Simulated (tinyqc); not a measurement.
Thin-film optics by transfer matrices: one step. Reflection and transmission. Five cases, with inputs chosen for the exercise.

Task: Close the stack on the substrate.

Indices N = n + i k. Snell: N0 sin(theta) = N_j sin(theta_j), with Im(N_j cos theta_j) >= 0. Admittance y_j = N_j cos theta_j for s and N_j/cos theta_j for p. Phase delta_j = 2 pi N_j cos theta_j d_j/lambda. Layer matrix [[cos delta, -i sin delta/y], [-i y sin delta, cos delta]], multiplied from the top down to M. (B, C) = M (1, y_sub); r = (y0 B - C)/(y0 B + C), R = |r|^2, T = 4 Re y0 Re y_sub/|y0 B + C|^2, absorbed in the films 1 - R - T.

Give: B, C; r; R; T into the substrate; absorbed in the films.

Case 1.

M:
```
[[-0.466773-0.021212i, -0.005633-0.454294i],
 [-0.009936-1.743742i, -0.445839-0.010454i]]
```

y_j: ambient 2.366202, film 1 1.946657, film 2 1.975056+0.014292i, substrate 1.391173+7.575327i

Result:

B, C: [2.9668-0.6959i, -0.5510-5.1357i]

r = 0.2882+0.8414i
R = 0.7911
T into the substrate = 0.1499
absorbed in the films = 0.0590

The bare substrate would reflect 0.8159.

Case 2.

M:
```
[[0.947911, -0.273834i],
 [-0.370533i, 0.947911]]
```

y_j: ambient 0.258819, film 1 1.163242, substrate 3.295583+3.030557i

Result:

B, C: [1.7778-0.9024i, 3.1239+2.5022i]

r = -0.8756-0.2091i
R = 0.8104
T into the substrate = 0.1896
absorbed in the films = 0.0000

The bare substrate would reflect 0.8436.

Case 3.

M:
```
[[0.965347, -0.148148i],
 [-0.459713i, 0.965347]]
```

y_j: ambient 0.258819, film 1 1.761553, substrate 3.806356+0.021666i

Result:

B, C: [0.9686-0.5639i, 3.6745-0.4388i]

r = -0.8642-0.0541i
R = 0.7498
T into the substrate = 0.2502
absorbed in the films = 0.0000

The bare substrate would reflect 0.7616.

Case 4.

M:
```
[[1.005654-0.874349i, 0.312491-0.606426i],
 [1.390042-1.748460i, 0.895889-0.602609i]]
```

y_j: ambient 0.500000, film 1 1.482646+0.024319i, film 2 1.576625+0.397146i, film 3 1.280670, substrate 1.258989+3.097627i

Result:

B, C: [3.2776-0.6699i, 4.3846+0.2680i]

r = -0.4547-0.1051i
R = 0.2178
T into the substrate = 0.0694
absorbed in the films = 0.7128

The bare substrate would reflect 0.8016.

Case 5.

M:
```
[[0.588808+0.010528i, 0.003873+0.338255i],
 [0.014528+1.931893i, 0.588808+0.010528i]]
```

y_j: ambient 1.414214, film 1 2.389794+0.004697i, substrate 1.721202+2.767799i

Result:

B, C: [-0.3407+0.6035i, 0.9988+3.5797i]

r = -0.6452+0.2588i
R = 0.4832
T into the substrate = 0.4888
absorbed in the films = 0.0280

The bare substrate would reflect 0.4434.

Computed by tinyqc, one run a case: `OMP_NUM_THREADS=1 python tinyqc.py N N+1 out.jsonl` with N = 1682080, 1682228, 1682273, 1682321, 1682322; one thread of a shared Intel(R) Xeon(R) Processor @ 2.30GHz, about 0.02 s a run at most.
